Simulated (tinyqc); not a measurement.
# Input admittance of a MOSFET at zero drain bias: distributed channel and distributed gate, step by step

Computed by the program tinyqc: `OMP_NUM_THREADS=1 python tinyqc.py 2262246 2262247 out.jsonl`, one thread of a shared Intel Xeon 2.30GHz, about 0.01 s for the whole run. Printed values are rounded.

Source and drain grounded, strong inversion, w = 2 pi f, Cox = eps0 eox/tox. The channel is an RC line of resistance 1/(mu Cox Vo) per square fed from both ends, so one finger has the intrinsic admittance y = i w Cox L tanh(g)/g per width, g = (1/2) sqrt(i w tau), tau = L^2/(mu Vo). The vertical resistance rv/L is in series with y, the overlaps 2 i w Cov in parallel: y_t = 1/(1/y + rv/L) + 2 i w Cov. The gate strip is a line of Rsh/L per length loaded by y_t, so a finger has Y = y_t Wf tanh(k)/k, k = (Wf/sd) sqrt(y_t Rsh/L); the device has Nf Y.

Inputs (values chosen for the exercise); values of the order met in silicon radio-frequency transistors:
```
symbol  value        unit                                                                 meaning
eox       3.9              relative permittivity of the gate insulator (close to silicon dioxide)
tox       4.1          nm                                                     insulator thickness
L        0.63          um                                                          channel length
Wf        4.6          um                                                            finger width
Nf          4                                                                   number of fingers
mu        140  cm^2/(V s)                                                        channel mobility
Vo       0.78           V                                                          gate overdrive
Rsh         8  ohm/square                                            sheet resistance of the gate
rv          0    ohm um^2                                  vertical resistivity of the gate stack
sd          1                                       number of ends at which a finger is contacted
Cov      0.21       fF/um                             overlap and fringe capacitance on each side
f          11         GHz                                                               frequency
```

Constants: eps0 = 8.8541878128e-14 F/cm where lengths are in cm. Results are converted to the units shown.

## Low-frequency resistances and capacitance

Low-frequency limits, with c = Cox L and ct = c + 2 Cov: R_strip = Rsh Wf/(3 sd^2 L Nf), R_ch = (c/ct)^2 L/(12 mu Cox Vo Wf Nf), R_vert = (c/ct)^2 rv/(L Wf Nf), C = ct Wf Nf.

parts (ohm): strip 4.86772, channel 26.6392, vertical 0
sum = 31.5069 ohm
C = 105.359 fF
1/(2 pi R C) = 47.9449 GHz

The channel term is the largest, 84.6 % of the sum.

## Admittance of the channel and stack per width

tau, g, c = Cox L, y and y_t as defined.

tau = 36.3462 ps
g = 0.560364+0.560364i
c = 5.30603 fF/um
y = 72.166+348.613i uS/um
y_t = 72.166+377.642i uS/um

w tau = 2.51, and Im y is 0.951 of w c.

## Input impedance of the device

k and Y as defined; Z = 1/(Nf Y) = R + 1/(i w C); Q = |Im Z|/R; signal at the point farthest from a contact |1/cosh k|.

k = 0.247688+0.204838i
Nf Y = 1.54861+6.85058i mS
R = 31.3937 ohm
C = 104.184 fF
Q = 4.42370
signal at the far point = 0.989547

R is 0.36 % below its low-frequency limit and C is 1.1 % below its own.
